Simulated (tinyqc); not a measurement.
# Worked calculation: p-n diode with diffusion and depletion-layer recombination

Numbers from tinyqc (`OMP_NUM_THREADS=1 python tinyqc.py 2260054 2260055 out.jsonl`; about 0.01 s on one thread of a shared Intel Xeon 2.30GHz). Printed values are rounded.

Abrupt junction in the depletion approximation, low injection, full ionisation, neutral widths fixed, ohmic contact on the p side. Vj is the junction voltage; where a series resistance Rs is given, V = Vj + J Rs is the terminal voltage.

Inputs (values chosen for the exercise); band and dielectric values close to those of indium phosphide: temperature T = 300 K; band gap Eg = 1.35 eV; relative permittivity eps_r = 12.3; conduction-band density of states at T Nc = 5.79e17 cm^-3; valence-band density of states at T Nv = 1.1e19 cm^-3; acceptor density Na = 5.8e17 cm^-3; donor density Nd = 2.9e15 cm^-3; electron mobility in the p side mun = 1400 cm^2/(V s); hole mobility in the n side mup = 190 cm^2/(V s); electron lifetime tn = 3e-6 s; hole lifetime tp = 2e-6 s; neutral width of the p side wp = 22 um; neutral width of the n side wn = 46 um; recombination velocity at the n contact Sp = 1e7 cm/s; series resistance Rs = 0.018 ohm cm^2; trap level above the intrinsic level Et = 0 eV; junction voltage at which recombination is evaluated Vj = 0.49 V; terminal voltage V = 1.01 V.

Constants: q = 1.602176634e-19 C, kB = 1.380649e-23 J/K, Vt = kB T/q, eps0 = 8.8541878128e-14 F/cm where lengths are in cm. Results are converted to the units shown.

Range of the model: At the terminal voltage used the injected minority density exceeds a tenth of the lighter doping, so the low-injection formulas overstate the current.

## Diffusion lengths and saturation currents

ni = sqrt(Nc Nv) exp(-Eg/(2 Vt)), Eg in volts; D = mu Vt; Ln = sqrt(Dn tn), Lp = sqrt(Dp tp); J0n = q ni^2 Dn coth(wp/Ln)/(Ln Na); J0p = (q ni^2 Dp/(Lp Nd)) (s + tanh(wn/Lp))/(1 + s tanh(wn/Lp)), s = Sp Lp/Dp.

ni = 1.15487e7 cm^-3
Ln = 104.201 um
Lp = 31.3429 um
J0n = 6.15089e-19 A/cm^2
J0p = 1.28427e-17 A/cm^2

wp/Ln = 0.21 and wn/Lp = 1.5; holes carry 95.4 % of the diffusion current.

## Recombination in the depleted layer

ni = sqrt(Nc Nv) exp(-Eg/(2 Vt)), Eg in volts. Vbi = Vt ln(Na Nd/ni^2), W = sqrt(2 eps0 eps_r (Vbi - Vj)(1/Na + 1/Nd)/q), xp = W Nd/(Na + Nd), xn = W Na/(Na + Nd); u(x) = q Na (x + xp)^2/(2 eps0 eps_r) for x < 0 and Vbi - Vj - q Nd (xn - x)^2/(2 eps0 eps_r) for x > 0; p = Na exp(-u/Vt), n = Nd exp((u - Vbi + Vj)/Vt); U = ni^2 (exp(Vj/Vt) - 1)/(tp (n + ni exp(Et/Vt)) + tn (p + ni exp(-Et/Vt))); J_scr = q times the integral of U from -xp to xn. Trapezoid rule on 16 equal steps.

W = 552.106 nm

| point | x (nm) | u (V) | n (cm^-3) | p (cm^-3) | U (cm^-3 s^-1) |
|---|---|---|---|---|---|
| 0 | -2.747 | 0.000000 | 39199.4 | 5.8e17 | 1.30665e10 |
| 1 | 31.760 | 0.075504 | 7.27272e5 | 3.12615e16 | 2.42424e11 |
| 2 | 66.267 | 0.149164 | 1.25638e7 | 1.80962e15 | 4.18793e12 |
| 3 | 100.773 | 0.217743 | 1.78322e8 | 1.27498e14 | 5.94406e13 |
| 4 | 135.280 | 0.281243 | 2.07945e9 | 1.09335e13 | 6.93062e14 |
| 5 | 169.786 | 0.339662 | 1.99230e10 | 1.14118e12 | 6.56448e15 |
| 6 | 204.293 | 0.393002 | 1.56827e11 | 1.44973e11 | 3.03696e16 |
| 7 | 238.800 | 0.441261 | 1.01425e12 | 2.24162e10 | 1.08481e16 |
| 8 | 273.306 | 0.484441 | 5.38929e12 | 4.21867e9 | 2.10685e15 |
| 9 | 307.813 | 0.522541 | 2.35277e13 | 9.66337e8 | 4.83138e14 |
| 10 | 342.320 | 0.555561 | 8.43890e13 | 2.69415e8 | 1.34707e14 |
| 11 | 376.826 | 0.583500 | 2.48687e14 | 9.14226e7 | 4.57113e13 |
| 12 | 411.333 | 0.606360 | 6.02118e14 | 3.77594e7 | 1.88797e13 |
| 13 | 445.840 | 0.624140 | 1.19776e15 | 1.89818e7 | 9.49089e12 |
| 14 | 480.346 | 0.636840 | 1.95758e15 | 1.16142e7 | 5.80709e12 |
| 15 | 514.853 | 0.644460 | 2.62862e15 | 8.64926e6 | 4.32463e12 |
| 16 | 549.360 | 0.647000 | 2.9e15 | 7.83987e6 | 3.91994e12 |

J_scr = 2.83893e-8 A/cm^2

With 2000 steps J_scr = 2.774e-8 A/cm^2; the coarse value is 2.3 % above it. U is largest at x = 204 nm among these points; the peak lies where tp n = tn p. On the fine grid U peaks at 3.078e16 cm^-3 s^-1, and J_scr/(q U_max) is 10.2 % of W, the effective width of the recombining zone.

## Starting value

Vj = V.

Vj at the start = 1.01 V

## Iteration 1: new Vj

J0 = J0n + J0p = 1.34578e-17 A/cm^2

Diffusion current alone: J = J0 (exp(Vj/Vt) - 1), g = Vj + J Rs - V, g' = 1 + Rs J0 exp(Vj/Vt)/Vt, Vj(new) = Vj - g/g'.

J = 1.24803 A/cm^2
g = 0.0224646 V
g' = 1.86897
Vj after iteration 1 = 0.997980 V

## Iteration 2: new Vj

As before.

J = 0.783976 A/cm^2
g = 0.00209179 V
g' = 1.54586
Vj after iteration 2 = 0.996627 V

## Iteration 3: new Vj

As before.

J = 0.743996 A/cm^2
g = 1.89981e-5 V
g' = 1.51802
Vj after iteration 3 = 0.996615 V

## Course of the iteration

Stop when the step is below 1e-10 V, or after 80 iterations.

Course of the iteration:

| iteration | Vj before the step (V) | step (V) |
|---|---|---|
| 1 | 1.01 | -0.0120 |
| 2 | 0.997980 | -1.35e-3 |
| 3 | 0.996627 | -1.25e-5 |
| 4 | 0.996615 | -1.03e-9 |
| 5 | 0.996615 | 0 |

Converged in 5 iterations.
